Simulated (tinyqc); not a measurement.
# Double-gate transistor below threshold, two-dimensional Poisson equation on a small mesh: what changes with what

Half of a symmetric double-gate structure: row 0 is the mid-plane of the body, where the normal field vanishes. Mobile charge is neglected (subthreshold), the body is fully depleted, and potentials are counted from the intrinsic level; rows run upward to the gate, columns from source to drain.

Parameters, values chosen for the exercise; semiconductor permittivity made up: temperature T = 273 K; relative permittivity of the semiconductor eps_r = 14.1; relative permittivity of the insulator eox = 9; half the body thickness tb = 8 nm; insulator thickness tox = 3.4 nm; channel length L = 54 nm; acceptor density of the depleted body Na = 0 cm^-3; potential of the source Vbi = 0.52 V; gate offset Vfb = 0.12 V; gate voltage Vg = 0 V; drain voltage Vd = 0.05 V.

Constants: q = 1.602176634e-19 C, kB = 1.380649e-23 J/K, Vt = kB T/q, eps0 = 8.8541878128e-14 F/cm where lengths are in cm. Results are converted to the units shown.

Each table varies one quantity; the others keep the values above.

## Effect of the channel length

Mesh: rows i = 0..12 in the semiconductor (step hs = tb/12, row 12 on the interface), then 8 step(s) ho = tox/8 up to the gate row 20; columns j = 0..80 (step hy = L/80). Box integration, divided by eps0: up_i = eps hy/h of the interval above row i, dn_i = that of the interval below (0 for row 0), lat_i = (sum of eps h/2 over the intervals above and below)/hy, s_i = -q Na w_i hy/eps0 with w_i the semiconductor height of the box (hs/2 for row 0 and the interface row, hs between, 0 in the insulator). Each free node obeys (up + dn + 2 lat) psi = up psi(above) + dn psi(below) + lat [psi(left) + psi(right)] + s. Fixed values: gate row Vg - Vfb; column 0 at Vbi and the last column at Vbi + Vd in the semiconductor, each running linearly to Vg - Vfb across the insulator. The system is solved directly. On row 0 the minimum of psi and its place come from a parabola through the three lowest nodes; barrier = Vbi - minimum, swing = Vt ln 10/(d psi/dVg), DIBL = (d psi/dVd)/(d psi/dVg) there. Lambda = pi/k with k the smallest positive root of tan(k tox) tan(k tb) = eox/eps_r.

Effect of the channel length:

| L (nm) | L/Lambda | barrier (V) | place y/L | swing (mV/decade) | DIBL (mV/V) |
|---|---|---|---|---|---|
| 23 | 0.8878 | 0.2789 | 0.4837 | 118.8 | 566.6 |
| 28 | 1.081 | 0.3650 | 0.4878 | 92.48 | 338.1 |
| 34 | 1.312 | 0.4451 | 0.4905 | 76.67 | 199.3 |
| 42 | 1.621 | 0.5187 | 0.4925 | 66.28 | 107.5 |
| 51 | 1.969 | 0.5694 | 0.4939 | 60.62 | 57.27 |
| 62 | 2.393 | 0.6037 | 0.4950 | 57.31 | 27.86 |
| 75 | 2.895 | 0.6234 | 0.4959 | 55.55 | 12.30 |
| 91 | 3.512 | 0.6337 | 0.4966 | 54.69 | 4.598 |

Read the table: what changes, and by how much?

As L goes from 23 to 91 nm, the barrier rises from 0.279 to 0.634 V, the swing falls from 119 to 54.7 mV a decade and DIBL falls from 567 to 4.60 mV/V; the ideal swing is 54.2. L/Lambda goes from 0.89 to 3.5. Between the last two rows DIBL decays with a length of 16.3 nm; 2 Lambda/pi is 16.5 nm.

## Refining the mesh

The mesh has 2 c steps in the semiconductor (rows from 0 up to the interface), c steps in the insulator and 8 c along the channel, each uniform. The system is solved directly; psi is read on row 0 at mid-channel.

Results:

| c | unknowns | psi at mid-channel (V) | d psi/dVg |
|---|---|---|---|
| 1 | 21 | -0.05362 | 0.9002 |
| 2 | 90 | -0.05922 | 0.9086 |
| 4 | 372 | -0.06063 | 0.9107 |
| 6 | 846 | -0.06089 | 0.9111 |
| 8 | 1512 | -0.06098 | 0.9113 |
| 12 | 3420 | -0.06105 | 0.9114 |

Estimate the missing row, c = 3.

Computed row:

| c | unknowns | psi at mid-channel (V) | d psi/dVg |
|---|---|---|---|
| 3 | 207 | -0.06026 | 0.9102 |

With this row back in the table: psi at mid-channel goes from -0.05362 V on the coarsest mesh to -0.06105 V on the finest, a difference of 7.4 mV. d psi/dVg changes by 0.0084 from c = 1 to 2, by 0.0021 from 2 to 4 and by 5.3e-4 from 4 to 8, a ratio of 4.0 between the last two, near the 4 of a second-order scheme.

## Choice of the relaxation factor

Mesh: rows i = 0..3 in the semiconductor (step hs = tb/3, row 3 on the interface), then 2 step(s) ho = tox/2 up to the gate row 5; columns j = 0..6 (step hy = L/6). Sweeps go row by row from row 0, left to right, psi(new) = psi + omega (t - psi) with t the value that solves the node equation for the newest neighbours; free nodes start at zero; stop when the largest change is below 1e-7 V.

Results:

| omega | sweeps |
|---|---|
| 1 | 94 |
| 1.1 | 79 |
| 1.3 | 54 |
| 1.4 | 42 |
| 1.5 | 28 |
| 1.6 | 32 |
| 1.7 | 42 |
| 1.8 | 66 |
| 1.9 | 138 |

Estimate the missing row, omega = 1.2.

Computed row:

| omega | sweeps |
|---|---|
| 1.2 | 66 |

With this row back in the table: Gauss-Seidel (omega = 1) takes 94 sweeps; the fewest, 28, are at omega = 1.5, and omega = 1.9 takes 138. The Jacobi matrix of this mesh has spectral radius rho = 0.9446, so theory puts the best factor at 2/(1 + sqrt(1 - rho^2)) = 1.51.

Numbers from tinyqc (`OMP_NUM_THREADS=1 python tinyqc.py 2480076 2480077 out.jsonl`; about 0.1 s on one thread of a shared Intel Xeon 2.30GHz).
